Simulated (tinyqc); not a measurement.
Self-heating of a transistor with one or more fingers, with temperature-dependent conductivity: one step, computed by the program tinyqc. Command: `OMP_NUM_THREADS=1 python tinyqc.py 3001916 3001917 out.jsonl selfheat walk`. One thread of a shared host (Intel(R) Xeon(R) Processor @ 2.30GHz), about 0.07 s of CPU time with the checks.

N long parallel fingers lie on the top face of a slab whose bottom is held at T_0; the top is otherwise insulated, and heat flows in two dimensions. P in W/mm is 1000 P in W/m.

Problem. Correction for the falling conductivity. Kirchhoff transformation for kappa = kappa_0 (T/T_0)^-m: T = T_0 [1 - (m - 1) theta/T_0]^(-1/(m - 1)), where theta is the linear rise. The bracket vanishes at the power P T_0/((m - 1) theta).

Inputs (values chosen for the exercise, modelled on sapphire): exponent m in kappa ~ T^-m = 1.23; base temperature T_0 = 323 K; power per gate width P = 0.87 W/mm.

Power: fixed power.

largest theta = 70.55116 K

Give: peak temperature; true rise; true rise / linear rise; power at which the formula diverges.

Solution.

peak temperature = 404.1 K

true rise = 81.14 K

true rise / linear rise = 1.150

power at which the formula diverges = 17.32 W/mm

The falling conductivity adds 15.0 % to the rise.
